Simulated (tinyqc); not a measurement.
What moves the results: bond unit of a tetrahedral oxide and its oxygen vacancy in tight binding. A value that a table varies takes the place of the one given here.

Two sp3 hybrids h1, h2 at eh = (es + 3 ep)/4 point at one oxygen with orbitals s, px, py, pz; x joins the two cations, z bisects the angle phi, and th = (180 - phi)/2. With u = hbar^2/(m d^2) = 2c/d^2, c = hbar^2/2m0: Vhs = -(1.32 + sqrt3 x 1.42) u/2 and Vhp = (1.42 + sqrt3 x 2.22) u/2. <h|s> = Vhs for both; <h1|px> = Vhp cos(th), <h2|px> = -Vhp cos(th); <h|pz> = Vhp sin(th) for both; py is a lone pair. The unit holds 8 electrons. Coupling between units, which widens the levels into bands, is left out.

Without the oxygen the two hybrids face each other at distance R and couple by -V2, V2 = 3.22 x 2c/R^2, c = hbar^2/2m0: a bond at eh - V2 with two electrons and an antibond at eh + V2. Levels are measured from eop, the lone-pair level that stands for the top of the valence band.

Constants: hbar^2/2m0 = 3.80998211 eV angstrom^2.

Inputs chosen for the exercise (near tabulated values for SiO2; the results hold for these values, not for the real material): es = -14.94 eV (s level of the cation); ep = -7.51 eV (p level of the cation); eos = -33.66 eV (s level of oxygen); eop = -16.9 eV (p level of oxygen); d = 1.63 angstrom (cation-oxygen distance); phi = 141 degrees (bond angle at oxygen); R = 2.5 angstrom (cation-cation distance across the vacancy).

## Bond angle at oxygen

phi is varied at fixed d. Levels above eop; cation-cation distance 2 d cos(th); band energy is twice the sum of the four filled levels, relative to phi = 180; excess on O is the number of electrons on oxygen less 6.

Against phi:
```
phi (deg)  distance (angstrom)  level 2  level 3  level 5  level 6  excess on O  band energy (eV)
110                      2.670   -5.757   -2.621   12.531   13.289        0.925            -1.967
120                      2.823   -6.218   -2.091   11.961   13.751        0.951            -1.749
130                      2.955   -6.618   -1.570   11.404   14.151        0.988            -1.434
140                      3.063   -6.951   -1.079   10.883   14.483        1.033            -1.059
150                      3.149   -7.214   -0.646   10.426   14.746        1.083            -0.670
160                      3.210   -7.403   -0.301   10.064   14.936        1.130            -0.325
170                      3.248   -7.518   -0.078    9.830   15.050        1.165            -0.086
180                      3.260   -7.556    0.000    9.749   15.089        1.178             0.000
```

Bending moves coupling from px to pz: level 2 rises from -7.56 to -5.76 eV and level 3 falls from 0.00 to -2.62 eV between 180 and 110 degrees. The lowest empty level is lowest at 180 degrees (9.75 eV) and highest at 110 (12.53 eV), so a spread of angles in a glass smears the conduction edge. The band energy is lowest at 110 degrees of those listed (-1.97 eV); the repulsion of the cations, not included, opposes bending.

## The vacancy as the cations move

R is varied; eh = (es + 3 ep)/4. The last two columns are the band energies of the bond with two electrons, -2 V2, and with one, -V2.

Against R (eV):
```
R (angstrom)     V2  bond level  antibond level  two electrons  one electron
2.20          5.069       2.463          12.602        -10.139        -5.069
2.35          4.443       3.090          11.975         -8.886        -4.443
2.50          3.926       3.607          11.458         -7.852        -3.926
2.70          3.366       4.167          10.898         -6.731        -3.366
3.00          2.726       4.806          10.259         -5.453        -2.726
3.30          2.253       5.279           9.786         -4.506        -2.253
3.70          1.792       5.740           9.325         -3.585        -1.792
4.20          1.391       6.142           8.923         -2.782        -1.391
```

The bond level rises from 2.46 eV at 2.2 to 6.14 eV at 4.2 angstrom, towards the lone hybrid at 7.53 eV. Taking one electron away halves the pull between the cations (at 2.5 angstrom from 6.28 to 3.14 eV/angstrom), so the positive vacancy relaxes outward and its level moves up: capture and release of a hole take place at different energies.

## What each value does

Spacing from the highest filled to the lowest empty level, excess electrons on oxygen (their number less 6), and the vacancy bond level eh - V2 - eop, V2 = 3.22 x 2c/R^2. Each row changes one parameter from the base and keeps the others.

Results:
```
case               spacing (eV)  excess on O  vacancy level (eV)
base                    10.8341       1.0377              3.6067
es = -14.44 eV          10.9397       1.0466              3.7317
ep = -7.01 eV           11.1515       1.0640              3.9817
eos = -31.66 eV         10.9732       1.0252              3.6067
eop = -16.4 eV          10.3816       1.0038              3.1067
d = 1.67 angstrom       10.5736       1.0685              3.6067
phi = 133 degrees       11.2428       1.0006              3.6067
R = 2.65 angstrom       10.8341       1.0377              4.0385
```

The largest shifts from the base row, up to three for each result and ties (the steps differ in size, so this ranks the rows, not the parameters). spacing (eV): eop -0.4525, phi +0.4087, ep +0.3174; unchanged at the printed digits by R. excess on O: phi -0.0371, eop -0.0339, d +0.0308; unchanged at the printed digits by R. vacancy level (eV): eop -0.5000, R +0.4319, ep +0.3750; unchanged at the printed digits by eos, d and phi.

tinyqc: `OMP_NUM_THREADS=1 python tinyqc.py 1481463 1481464 out.jsonl`; about 0.01 s, one thread, shared Intel(R) Xeon(R) Processor @ 2.30GHz.
